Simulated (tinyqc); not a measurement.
Six-band hole subbands of a thin body in a field: one step. Strain and its block. Five cases, with inputs chosen for the exercise.

Task: exx = eyy = (s11 + s12) sx/2, ezz = s12 sx, exy = -s44 sx/4 (1 GPa/TPa = 1e-3). With e0 the traceless part, B_XX = 2b e0xx - b (e0yy + e0zz) and B_XY = sqrt(3) d exy.

Case 1.

Values chosen (near those of a p-type Si channel; the results hold for these values, not for the real material): S = (7.75, -2.17, 12.55) 1/TPa (compliances s11, s12, s44); sx = -2 GPa (stress along the channel [1-10], negative in compression); b = -2.09 eV (tetragonal potential); d = -4.89 eV (trigonal potential).

Case 2.

Values chosen (near those of a p-type Si channel; the results hold for these values, not for the real material): S = (7.55, -2.14, 12.55) 1/TPa (compliances s11, s12, s44); sx = 1 GPa (stress along the channel [1-10], negative in compression); b = -2.08 eV (tetragonal potential); d = -4.88 eV (trigonal potential).

Case 3.

Values chosen (near those of a p-type Si channel; the results hold for these values, not for the real material): S = (7.74, -2.17, 12.53) 1/TPa (compliances s11, s12, s44); sx = -1.5 GPa (stress along the channel [1-10], negative in compression); b = -2.13 eV (tetragonal potential); d = -4.77 eV (trigonal potential).

Case 4.

Values chosen (near those of a p-type Ge channel; the results hold for these values, not for the real material): S = (9.99, -2.66, 15.24) 1/TPa (compliances s11, s12, s44); sx = -1.5 GPa (stress along the channel [1-10], negative in compression); b = -2.5 eV (tetragonal potential); d = -5.33 eV (trigonal potential).

Case 5.

Values chosen (near those of a p-type Si channel; the results hold for these values, not for the real material): S = (7.59, -2.12, 12.42) 1/TPa (compliances s11, s12, s44); sx = 1 GPa (stress along the channel [1-10], negative in compression); b = -2.14 eV (tetragonal potential); d = -4.87 eV (trigonal potential).

Give: strain; B.

Result:

Case 1.

strain, lower triangle:
```
           x          y         z
x  -0.005580
y   0.006275  -0.005580
z          0          0  0.004340
```

B (eV), lower triangle:
```
          X        Y         Z
X   0.02073
Y  -0.05315  0.02073
Z         0        0  -0.04147
```

Case 2.

strain, lower triangle:
```
           x         y          z
x   0.002705
y  -0.003138  0.002705
z          0         0  -0.002140
```

B (eV), lower triangle:
```
          X         Y        Z
X  -0.01008
Y   0.02652  -0.01008
Z         0         0  0.02016
```

Case 3.

strain, lower triangle:
```
           x          y         z
x  -0.004177
y   0.004699  -0.004177
z          0          0  0.003255
```

B (eV), lower triangle:
```
          X        Y         Z
X   0.01583
Y  -0.03882  0.01583
Z         0        0  -0.03166
```

Case 4.

strain, lower triangle:
```
           x          y         z
x  -0.005497
y   0.005715  -0.005497
z          0          0  0.003990
```

B (eV), lower triangle:
```
          X        Y         Z
X   0.02372
Y  -0.05276  0.02372
Z         0        0  -0.04744
```

Case 5.

strain, lower triangle:
```
           x         y          z
x   0.002735
y  -0.003105  0.002735
z          0         0  -0.002120
```

B (eV), lower triangle:
```
          X         Y        Z
X  -0.01039
Y   0.02619  -0.01039
Z         0         0  0.02078
```

Computed by tinyqc, one run a case: `OMP_NUM_THREADS=1 python tinyqc.py N N+1 out.jsonl` with N = 1250309, 1250397, 1250444, 1250719, 1250884; one thread of a shared Intel(R) Xeon(R) Processor @ 2.30GHz, about 0.5 s a run at most.
